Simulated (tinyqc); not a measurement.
Inside a calculation: strain-driven crossing of the Gamma and L valleys in a germanium-like crystal. Values are carried at full precision from step to step, so a last printed digit may differ when a step is redone from the rounded ones.

Biaxial loads: e0 is the in-plane strain e_par and the normal is free. (001): e_perp = -2 (C12/C11) e_par; exx = eyy = e_par, ezz = e_perp, no shear. (111): e_perp = -(2 C11 + 4 C12 - 4 C44)/(C11 + 2 C12 + 4 C44) e_par; exx = eyy = ezz = (2 e_par + e_perp)/3 and exy = eyz = ezx = (e_perp - e_par)/3. (110): e_perp = -(C11 + 3 C12 - 2 C44)/(C11 + C12 + 2 C44) e_par; exx = eyy = (e_par + e_perp)/2, ezz = e_par, exy = (e_perp - e_par)/2, eyz = ezx = 0. Uniaxial loads: a stress along n, scaled so that n.e.n = e0, with exx = s11 sxx + s12 (syy + szz), exy = s44 sxy/2, s11 = (C11 + C12)/((C11 - C12)(C11 + 2 C12)), s12 = -C12/((C11 - C12)(C11 + 2 C12)), s44 = 1/C44.

Constants: kB = 8.617333262e-05 eV/K; hc = 1239.841984 eV nm.

Inputs chosen for the exercise (near those of Ge, gaps at low temperature; shifted at random, so the results belong to these values and not to a real crystal):
```
symbol  value          unit  meaning
C11     130.9          GPa
C12     48.4           GPa
C44     66.3           GPa
load    biaxial (001)        kind of strain
e0      0.0134               size of the strain
Eg      0.894          eV    gap at Gamma to the s-like level
EgL     0.758          eV    gap to L
Dso     0.286          eV    spin-orbit splitting
ac      -8.28          eV    conduction deformation potential
av      1.23           eV    valence hydrostatic potential
b       -2.51          eV    tetragonal shear potential
d       -5.31          eV    trigonal shear potential
aL      -1.45          eV    hydrostatic potential of the L edge, Xd + Xu/3
XuL     16.35          eV    uniaxial potential, L
mG      0.0387         m0    mass at Gamma
mL      0.539          m0    density-of-states mass of the four L valleys together
T       77             K     temperature
```

## The strain tensor for a biaxial (001) load

Form the tensor and its trace.

strain tensor in the cubic axes:
```
,x,y,z
x,0.013400,0.000000,0.000000
y,0.000000,0.013400,0.000000
z,0.000000,0.000000,-0.009909
```

tr(e) = 0.016891

## Band edges

Edges from the unstrained valence top: Gamma at Eg + ac tr(e); an L valley with unit axis u at EgL + aL tr(e) + XuL (u.e.u - tr(e)/3), u along [111], [1-1-1], [-11-1], [-1-11]; valence edges are the levels of the 6 x 6 matrix of X, Y, Z times spin with -Dso/3 + l exx + m (eyy + ezz) on the diagonal (cyclic), n exy off it, l = av + 2 b, m = av - b, n = sqrt(3) d. Spin-orbit term (Dso/3) L.sigma on X, Y, Z with (L_k)_ij = -i epsilon_kij: <X+|H|Y+> = -i Dso/3, <X+|H|Z-> = Dso/3, <Y+|H|Z-> = -i Dso/3, <Z+|H|X-> = -Dso/3, <Z+|H|Y-> = i Dso/3, <X-|H|Y-> = i Dso/3, and their conjugates; + and - are the spin along z.

Give the edges and the direct and indirect gaps from the top valence edge.

Gamma edge = 0.7541 eV

L edges (eV): [111] 0.7335, [1-1-1] 0.7335, [-11-1] 0.7335, [-1-11] 0.7335

valence edges from the top (eV): 0.0981  -0.0377  -0.2841

direct and indirect gap (eV): 0.6560  0.6354

The gap is indirect: Gamma lies 21 meV above the lowest L valley. The top two valence edges are 136 meV apart.

## Electrons in the Gamma valley

Non-degenerate, parabolic: share = mG^(3/2)/(mG^(3/2) + (mL^(3/2)/4) sum_i exp(-(E_Li - E_Gamma)/kT)). Also the offset at which four equal L valleys hold half of the electrons, kT ln((mL/mG)^(3/2)), and the wavelength hc/E of the direct gap.

(mL/mG)^(3/2) = 51.98
share in Gamma = 0.0857 %
offset for an even split = 26.2 meV
wavelength = 1890 nm

With the L valleys as they lie here, Gamma must be 26 meV below the lowest of them to hold half of the electrons at 77 K; it lies 21 meV above. A direct gap alone is not enough.

## Checks

- Gamma and lowest L edge at e0 = 0.01580, where the linear shifts make them meet (eV): both 0.7291.

(tinyqc, `OMP_NUM_THREADS=1 python tinyqc.py 1080704 1080705 out.jsonl`, Intel(R) Xeon(R) Processor @ 2.30GHz, 1 thread, shared host, about 0.01 s.)
